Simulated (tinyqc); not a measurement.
# MOSFET with velocity saturation and source resistance: effects of single changes

Strong inversion, charge Q = Cox (Vg - m V) at channel potential V with Vg the gate overdrive, and drift velocity v = mu E/(1 + mu E/vsat). Integrating along the channel gives I = mu Cox (1/L)(Vg Vd - m Vd^2/2)/(1 + Vd/Vc) per width, Vc = vsat L/mu, which peaks at Vdsat. Units: I in uA/um, Rs in ohm um, so the drop over Rs is 1e-6 I Rs volts.

Parameters, values chosen for the exercise: gate capacitance Cox = 1.86 uF/cm^2; mobility at low gate voltage mu0 = 250 cm^2/(V s); mobility degradation th = 0.6 1/V; saturation velocity vsat = 6.8e6 cm/s; body factor m = 1.44; threshold VT = 0.69 V; channel length L = 1 um; source resistance Rs = 300 ohm um; gate voltage Vgs = 2.5 V.

Each table varies one quantity; the others keep the values above.

## Effect of the mobility degradation

Vg = Vgs - I Rs - VT (0 if negative), mu = mu0/(1 + th Vg), Vc = vsat L/mu, x = sqrt(1 + 2 Vg/(m Vc)), Vdsat = 2 Vg/(m (1 + x)), Isat = Cox vsat Vg (x - 1)/(x + 1) per width. I = Isat is solved self-consistently; gm = dI/dVgs; Vdsat is the intrinsic value. The velocity at the source is I/(Cox Vg).

Effect of the mobility degradation:
```
th (1/V),Vc (V),Vdsat (V),Isat (uA/um),gm (uS/um),velocity at the source/vsat
0,2.720,1.002,336.3,309.0,0.1556
0.2,3.660,1.049,274.0,232.7,0.1254
0.4,4.614,1.082,231.0,185.2,0.1049
0.6,5.576,1.106,199.7,153.2,0.09020
0.8,6.544,1.124,175.8,130.2,0.07908
1,7.515,1.138,156.9,113.0,0.07039
1.2,8.489,1.150,141.8,99.76,0.06342
```

Read the table: what changes, and by how much?

As th goes from 0 to 1.2 1/V, Isat falls from 336 to 142 uA/um, Vdsat rises from 1.00 to 1.15 V and gm falls from 309 to 99.8 uS/um; the velocity at the source goes from 0.16 to 0.063 of vsat. In every row the channel charge passes 3 uC/cm^2, near what a silicon dioxide gate withstands.

## Effect of the gate voltage

Same model as above.

Result of one run:
```
Vgs (V),Vc (V),Vdsat (V),Isat (uA/um),gm (uS/um),velocity at the source/vsat
2.69,5.8718,1.2154,229.09,156.44,0.093786
```

What becomes of these results when the gate voltage Vgs is changed from 2.69 to 1.63 V, all else the same?

Result of the changed run:
```
Vgs (V),Vc (V),Vdsat (V),Isat (uA/um),gm (uS/um),velocity at the source/vsat
1.63,4.2167,0.59489,76.429,125.54,0.065892
```

The whole series:
```
Vgs (V),Vc (V),Vdsat (V),Isat (uA/um),gm (uS/um),velocity at the source/vsat
0.84,2.9632,0.10176,3.1821,39.815,0.016880
1.1,3.3795,0.26986,19.623,82.651,0.038393
1.37,3.8073,0.43754,45.790,109.07,0.054338
1.63,4.2167,0.59489,76.429,125.54,0.065892
1.9,4.6399,0.75544,112.01,137.31,0.075279
2.16,5.0462,0.90812,148.82,145.47,0.082552
2.43,5.4671,1.0652,188.99,151.79,0.088770
2.69,5.8718,1.2154,229.09,156.44,0.093786
```

As Vgs goes from 0.84 to 2.69 V, Isat rises from 3.18 to 229 uA/um, Vdsat rises from 0.102 to 1.22 V and gm rises from 39.8 to 156 uS/um; the velocity at the source goes from 0.017 to 0.094 of vsat. Against the overdrive Vgs - VT the current goes with exponent 1.81 at the start and 1.38 at the end (2 for the square law). With vsat made a thousand times larger the last exponent would be 1.45, which is what th and Rs alone leave. For Vgs = 2.43 to 2.69 V the channel charge passes 3 uC/cm^2, near what a silicon dioxide gate withstands.

## Effect of the mobility at low gate voltage

Same model as above.

Result of one run:
```
mu0 (cm^2/(V s)),Vc (V),Vdsat (V),Isat (uA/um),gm (uS/um),velocity at the source/vsat
50,28.25,1.221,48.02,38.63,0.02114
```

What becomes of these results when the mobility at low gate voltage mu0 is changed from 50 to 570 cm^2/(V s), all else the same?

Result of the changed run:
```
mu0 (cm^2/(V s)),Vc (V),Vdsat (V),Isat (uA/um),gm (uS/um),velocity at the source/vsat
570,2.410,0.9814,363.9,266.1,0.1691
```

The whole series:
```
mu0 (cm^2/(V s)),Vc (V),Vdsat (V),Isat (uA/um),gm (uS/um),velocity at the source/vsat
50,28.25,1.221,48.02,38.63,0.02114
81,17.40,1.200,75.36,60.09,0.03333
130,10.80,1.170,115.3,90.79,0.05135
210,6.654,1.126,173.4,134.1,0.07799
350,3.962,1.061,258.7,195.0,0.1181
570,2.410,0.9814,363.9,266.1,0.1691
920,1.477,0.8884,486.6,344.2,0.2312
1500,0.8947,0.7836,625.0,426.6,0.3046
```

As mu0 goes from 50 to 1500 cm^2/(V s), Isat rises from 48.0 to 625 uA/um, Vdsat falls from 1.22 to 0.784 V and gm rises from 38.6 to 427 uS/um; the velocity at the source goes from 0.021 to 0.30 of vsat. Isat goes as mu0^(0.93) between the first two rows and as mu0^(0.51) between the last two. In every row the channel charge passes 3 uC/cm^2, near what a silicon dioxide gate withstands.

Numbers from tinyqc (`OMP_NUM_THREADS=1 python tinyqc.py 2500124 2500125 out.jsonl`; about 0.01 s on one thread of a shared Intel Xeon 2.30GHz).
